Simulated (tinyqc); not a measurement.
Polarisation charge from two barrier thicknesses.

Inverse problem. Voff = phiB - dEc - q sigma d/(eps0 eb). Find sigma, phiB - dEc and the thickness at which Voff = 0.

Constants: q = 1.602176634e-19 C, eps0 = 8.8541878128e-14 F/cm where lengths are in cm. Results are converted to the units shown.

Voff at d = 16 and 31 nm (V): [-4.3299608, -9.0639240]
eb = 9.6321000

Answer. Voff is a straight line in d: its slope is -q sigma/(eps0 eb) and its intercept phiB - dEc.

sigma = 1.680e13 cm^-2
phiB - dEc = 0.7196 V
thickness for Voff = 0 = 2.280 nm

Numbers from tinyqc (`OMP_NUM_THREADS=1 python tinyqc.py 2180036 2180037 out.jsonl`; about 0.02 s on one thread of a shared Intel Xeon 2.30GHz).
